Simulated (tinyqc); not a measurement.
Voltage: WKB tunnelling through a gate dielectric with a two-band (Franz) dispersion.

At depth x the conduction edge lies u(x) = phi - V x/t above the electron. Parabolic: kappa = sqrt(m u/c). Franz: kappa = sqrt(m u (1 - u/Eg)/c), which vanishes at both band edges. c = hbar^2/2m0. T = exp(-2 integral of kappa dx) over the region u > 0; no image force, no prefactor, zero transverse momentum. The region ends at x_e = min(t, phi t/V); x_e < t is the Fowler-Nordheim regime.

Constants: hbar^2/2m0 = 3.80998211 eV angstrom^2.

Inputs chosen for the exercise (of the size used for SiO2 on silicon; shifted at random, so the results belong to these values and not to a real crystal):

| symbol | value | unit | meaning |
|---|---|---|---|
| Eg | 8.77 | eV | gap of the dielectric |
| phi | 3.06 | eV | barrier above the electron energy at the emitter |
| m | 0.55 | m0 | mass at the conduction edge |
| t | 10 | angstrom | thickness |

The same layer at other voltages.

Exponents 2 I and transmission:

| V (V) | shape | x_e (angstrom) | 2 I parabolic | 2 I Franz | T Franz |
|---|---|---|---|---|---|
| 0.25 | trapezoid | 10.00 | 13.017 | 10.617 | 2.45e-05 |
| 0.50 | trapezoid | 10.00 | 12.734 | 10.493 | 2.77e-05 |
| 1.00 | trapezoid | 10.00 | 12.139 | 10.198 | 3.72e-05 |
| 1.50 | trapezoid | 10.00 | 11.498 | 9.831 | 5.38e-05 |
| 2.00 | trapezoid | 10.00 | 10.794 | 9.374 | 8.49e-05 |
| 3.00 | trapezoid | 10.00 | 9.014 | 7.999 | 0.000336 |
| 4.00 | triangle | 7.65 | 6.779 | 6.018 | 0.00243 |
| 5.00 | triangle | 6.12 | 5.423 | 4.814 | 0.00811 |
| 6.00 | triangle | 5.10 | 4.519 | 4.012 | 0.0181 |

While the barrier is a trapezoid T rises by a factor 13.7 from 0.25 to 3 V. Beyond V = phi = 3.06 V the path shortens and the exponent falls as 1/V: from 4 to 6 V it goes from 6.02 to 4.01, the ratio 0.667 = 4/6. The last row means 60.0 MV/cm; rows above about 12 MV/cm are past breakdown.

(tinyqc, `OMP_NUM_THREADS=1 python tinyqc.py 1451439 1451440 out.jsonl`, Intel(R) Xeon(R) Processor @ 2.30GHz, 1 thread, shared host, about 0.01 s.)
